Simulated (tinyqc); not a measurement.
# Delta-doped HEMT, charge control: effect of the undoped spacer next to the channel

A two-dimensional electron gas of density ns under a barrier. EF and the subbands are counted from the conduction-band edge of the channel at the interface. Two subbands of a triangular well with an infinite wall, parabolic band, no carriers in the barrier.

Fully depleted barrier with eb = ebr: Vp = q ND (d - ds)/(eps0 eb); donors per area ND; Voff = phiB - dEc - Vp. F = q (eta ns + Nb)/(eps0 ec) in eV/nm; E_k = a_k (C F^2/me)^(1/3), a_0 = 2.338107, a_1 = 4.087949, C = hbar^2/(2 m0); D = me m0 q/(pi hbar^2); ns = D Vt [ln(1 + exp((EF - E_0)/Vt)) + ln(1 + exp((EF - E_1)/Vt))], which gives EF = E_0 + Vt ln{2 s/[(1 + u) + sqrt((1 + u)^2 + 4 u s)]} with s = exp(ns/(D Vt)) - 1, u = exp((E_0 - E_1)/Vt). Charge control: ns + Nb = eps0 eb (Vg - Voff - EF)/(q d). Gate capacitance C = q dns/dVg = eps0 eb/(d + dd), dd = (eps0 eb/q) dEF/dns.

Inputs (values chosen for the exercise); material values close to those of InGaP on GaAs:

| symbol | value | unit | meaning |
|---|---|---|---|
| T | 300 | K | temperature |
| d | 25 | nm | barrier thickness from gate to channel |
| me | 0.0659 | m0 | electron mass in the channel |
| ec | 12.6 |  | relative permittivity of the channel |
| ebr | 11.5 |  | relative permittivity of the barrier |
| phiB | 0.931 | eV | barrier height of the gate |
| dEc | 0.132 | eV | conduction-band offset |
| ND | 5.7e12 | cm^-2 | sheet density of the donor plane at ds from the channel |
| eta | 0.75 |  | share of ns that counts in the confining field |
| Nb | 1e10 | cm^-2 | depletion charge of the buffer |
| Vg | 0 | V | gate voltage |

Constants: q = 1.602176634e-19 C, kB = 1.380649e-23 J/K, hbar = 1.054571817e-34 J s, m0 = 9.1093837015e-31 kg, Vt = kB T/q, eps0 = 8.8541878128e-14 F/cm where lengths are in cm, hbar^2/(2 m0) = 0.0380998212 eV nm^2. Results are converted to the units shown.

Effect of the undoped spacer next to the channel:
```
ds (nm)  Voff (V)  ns (cm^-2)   EF (eV)  EF - E_0 (eV)  second subband (%)  dd (nm)  C (uF/cm^2)   EF/dEc
1         -1.3535   2.7199e12   0.27966       0.093956              4.2243   5.2197      0.33694   2.1187
3         -1.1742   2.3438e12   0.24822       0.079959              4.7406   5.4180      0.33475   1.8804
4         -1.0845   2.1568e12   0.23210       0.072863              5.0885   5.5395      0.33341   1.7583
6        -0.90509   1.7853e12   0.19886       0.058362              6.0427   5.8499      0.33006   1.5065
7        -0.81540   1.6011e12   0.18162       0.050887              6.6972   6.0533      0.32790   1.3759
9        -0.63602   1.2371e12   0.14545       0.035195              8.5546   6.6209      0.32201   1.1019
10       -0.54633   1.0579e12   0.12624       0.026780              9.8843   7.0328      0.31787  0.95635
12       -0.36696   7.0848e11  0.084324      0.0078826              13.897   8.3778      0.30506  0.63882
```

What does the comparison show?

As ds goes from 1 to 12, ns falls from 2.72e12 to 7.08e11 cm^-2, EF falls from 0.280 to 0.0843 eV and C falls from 0.337 to 0.305 uF/cm^2. Voff rises from -1.35 to -0.367 V. EF exceeds the band offset for ds = 1, 3, 4, 6, 7, 9, where the model no longer holds. For ds = 10 EF is within a fifth of the offset, so the levels of an infinite wall are unreliable. For ds = 10, 12 the band minimum in the barrier comes within 3 Vt of EF or below it, so the barrier is no longer depleted and takes electrons that the model puts in the channel.

tinyqc, about 0.01 s, one thread, Intel Xeon 2.30GHz (shared host): `OMP_NUM_THREADS=1 python tinyqc.py 2180083 2180084 out.jsonl`
